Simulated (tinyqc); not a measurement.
# Reflectance at normal incidence against thickness

Normal incidence on air, film (n1) and substrate (N2 = n2 - i k2): r01 = (1 - n1)/(1 + n1), r12 = (n1 - N2)/(n1 + N2), amplitude (r01 + r12 X)/(1 + r01 r12 X), X = exp(-4 pi i n1 d/lam), R its squared modulus, phase from 0 to 360 degrees.

Parameters, values chosen for the exercise: wavelength lam = 632.8 nm; index of the transparent film n1 = 1.639; index of the substrate n2 = 3.882; extinction coefficient of the substrate k2 = 0.019.

Reflectance at normal incidence against thickness:

| d (nm) | R (%) | phase of the reflected amplitude (degrees) |
|---|---|---|
| 0 | 34.85 | 179.8 |
| 24 | 31.58 | 155.2 |
| 48 | 22.21 | 126.6 |
| 71 | 10.30 | 88.06 |
| 95 | 3.337 | 6.579 |
| 119 | 9.023 | 278.1 |
| 142 | 20.84 | 237.2 |
| 166 | 30.80 | 207.8 |
| 190 | 34.80 | 182.9 |

R goes from 34.9 through a minimum of 3.34 (at d = 95 nm among the rows listed) to 34.8 %. At a quarter wave, d = 96.5 nm, R = 3.31 %; for a transparent substrate it would vanish for n1 = sqrt(n2) = 1.97.

Computed by the program tinyqc: `OMP_NUM_THREADS=1 python tinyqc.py 2870227 2870228 out.jsonl`, one thread of a shared Intel Xeon 2.30GHz, about 0.01 s for the whole run.
